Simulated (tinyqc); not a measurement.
Deep-level transient spectroscopy: the DLTS spectrum.

Schottky contact on an n-type layer with shallow donors Nd (all ionised) and a donor-like deep trap, neutral when filled and positive when empty; depletion approximation. Traps within lam of the depletion edge stay filled. A long pulse to Vp fills the traps beyond x1 = Wp - lam; back at Vr those between x1 and x2 = Wr - lam emit. A rate window reads S = C(t2) - C(t1).

Emission rate en = sn vth(T) Nc(T) exp(-Et/kB T) = sn g T^2 exp(-Et/kB T), g = vth Nc/(300 K)^2, as vth goes as T^0.5 and Nc as T^1.5 (degeneracy factor 1). lam = sqrt(2 eps0 eps_r (EF - ET)/(q Nd)), EF - ET = Et - (kB T/q) ln(Nc(T)/Nd), Nc(T) = Nc (T/300 K)^1.5. In the steady state at the band bending V, 2 eps0 eps_r V/q = Nd W^2 + Nt (W - lam)^2 (the second term only if W > lam). W(t)^2 = Wr^2 + (Nt/Nd)(x2^2 - x1^2) exp(-en t), C = eps0 eps_r/W; for small Nt, dC/C = -(Nt/2 Nd) G exp(-en t) with G = (x2^2 - x1^2)/Wr^2. For an exponential transient S peaks where en = ew = ln(t2/t1)/(t2 - t1).

Inputs (values chosen for the exercise); material values close to those of silicon:
```
symbol,value,unit,meaning
eps_r,11.5,,relative permittivity
Nc,2.85e19,cm^-3,conduction-band density of states at 300 K
vth,2.2e7,cm/s,thermal velocity at 300 K
Nd,4.4e15,cm^-3,shallow donor density
Vbi,0.6,V,built-in voltage
Et,0.23,eV,depth of the trap below the conduction edge
sn,6.4e-17,cm^2,capture cross-section
Nt,3.2e14,cm^-3,trap density
Vr,9,V,reverse bias
Vp,0.3,V,reverse bias during the filling pulse
t1,0.1,ms,first sampling time
t2,0.4,ms,second sampling time
```

Constants: q = 1.602176634e-19 C, kB = 1.380649e-23 J/K, eps0 = 8.8541878128e-14 F/cm where lengths are in cm. Results are converted to the units shown.

Result of one run:
```
T (K)  en (1/s)  S (pF/cm^2)
185        8277        68.09
```

What becomes of these results when the temperature of the transient T is changed from 185 to 173 K, all else the same?

Result of the changed run:
```
T (K)  en (1/s)  S (pF/cm^2)
173        2661        69.18
```

The whole series:
```
T (K)  en (1/s)  S (pF/cm^2)
150       187.8        8.420
156       402.7        17.25
162       818.5        32.00
168        1585        52.27
173        2661        69.18
179        4778        78.96
185        8277        68.09
191     1.388e4        42.34
197     2.260e4        18.16
203     3.582e4        4.890
209     5.538e4       0.6961
214     7.824e4      0.07106
```

S goes from 8.42 through a maximum of 79.0 (at T = 179 K among the rows listed) to 0.0711 pF/cm^2; en equals ew = 4620 1/s at 178.6 K. Colder, the trap has hardly emitted by t2; warmer, it is empty before t1. Rows above half of the largest S span 168 to 191 K.

Computed by the program tinyqc: `OMP_NUM_THREADS=1 python tinyqc.py 2050071 2050072 out.jsonl`, one thread of a shared Intel Xeon 2.30GHz, about 0.01 s for the whole run.
